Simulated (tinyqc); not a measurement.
# Two-diode model of a solar cell: effects of single changes

J is the current delivered and Vj = V + J Rs the junction voltage. J = X JL - J01 (exp(Vj/(n1 Vt)) - 1) - J02 (exp(Vj/(2 Vt)) - 1) - Vj/Rp. The photocurrent does not depend on voltage.

Parameters, values chosen for the exercise; values of the order met in cells of a lead-halide perovskite:
- T = 298.15 K (temperature)
- JL = 22.1 mA/cm^2 (photocurrent at one sun)
- X = 10 suns (concentration)
- J01 = 6.9e-22 A/cm^2 (saturation current of the first diode)
- n1 = 1 (ideality factor of the first diode)
- Rs = 0 ohm cm^2 (series resistance)
- Rp = 300 ohm cm^2 (shunt resistance)
- Pin = 100 mW/cm^2 (incident power at one sun)
- J02 = 4.5e-11 A/cm^2 (saturation current of the second diode (ideality 2))

Constants: q = 1.602176634e-19 C, kB = 1.380649e-23 J/K, Vt = kB T/q. Results are converted to the units shown.

Each table varies one quantity; the others keep the values above.

## Effect of the shunt resistance

Jsc at V = 0, Voc at J = 0, the maximum power point where J (1 + 2 Rs G) = G Vj with G = -dJ/dVj; FF = Vmp Jmp/(Voc Jsc); efficiency Vmp Jmp/(X Pin). Empirical fill factor without parasitics FF0 = (v - ln(v + 0.72))/(v + 1), v = Voc/(n1 Vt).

The same in every row: Jsc (mA/cm^2) = 221.0.

Effect of the shunt resistance:
```
Rp (ohm cm^2)  Voc (V)  Vmp (V)  Jmp (mA/cm^2)      FF  efficiency (%)     FF0
3               0.6629   0.3315          110.5  0.2500           3.663  0.8404
10               1.109   0.9077          128.1  0.4745           11.63  0.8917
60               1.139   0.9838          195.3  0.7634           19.21  0.8939
300              1.142   0.9901          207.2  0.8125           20.51  0.8942
1000             1.143   0.9911          209.3  0.8211           20.74  0.8942
5000             1.143   0.9915          210.0  0.8241           20.82  0.8942
20000            1.143   0.9916          210.1  0.8246           20.83  0.8942
1e5              1.143   0.9916          210.1  0.8248           20.84  0.8942
```

Read the table: what changes, and by how much?

As Rp goes from 3 to 1e5, Voc rises from 0.663 to 1.14 V, FF rises from 0.250 to 0.825 and the efficiency rises from 3.66 to 20.8 %. Voc changes by 0.0143 mV a decade between the last two rows and 853 mV between the first two. For Rp = 3, 10 the shunt carries over 0.3 of the photocurrent at open circuit, so it pulls Voc down and FF towards the 1/4 of a resistor.

## Effect of the concentration

Same model as above.

Effect of the concentration:
```
X (suns)  Jsc (mA/cm^2)  Voc (V)  Vmp (V)  Jmp (mA/cm^2)      FF  efficiency (%)     FF0
0.01             0.2210  0.06630  0.03315         0.1105  0.2500          0.3663  0.3872
0.04             0.8840   0.2652   0.1326         0.4420  0.2500           1.465  0.6995
0.1               2.210   0.6581   0.3315          1.105  0.2519           3.663  0.8395
0.5               11.05   0.9747   0.8130          8.005  0.6043           13.02  0.8805
2                 44.20    1.059   0.9060          39.13  0.7575           17.73  0.8878
6                 132.6    1.117   0.9643          123.0  0.8010           19.77  0.8923
20                442.0    1.175    1.024          417.9  0.8241           21.41  0.8965
80                 1768    1.235    1.091           1687  0.8431           23.02  0.9004
300                6630    1.284    1.152           6363  0.8609           24.42  0.9033
```

What does the comparison show?

As X goes from 0.01 to 300, Voc rises from 0.0663 to 1.28 V, FF rises from 0.250 to 0.861 and the efficiency rises from 0.366 to 24.4 %. Voc gains 84.3 mV a decade at the top and 330 mV at the bottom (n1 Vt ln 10 = 59.2 mV). For X = 0.01 v is below 10, outside the range of the formula for FF0. For X = 0.01, 0.04, 0.1 the shunt carries over 0.3 of the photocurrent at open circuit, so it pulls Voc down and FF towards the 1/4 of a resistor.

Program tinyqc, `OMP_NUM_THREADS=1 python tinyqc.py 2280020 2280021 out.jsonl`; Intel Xeon 2.30GHz, shared host, one thread, about 0.01 s.
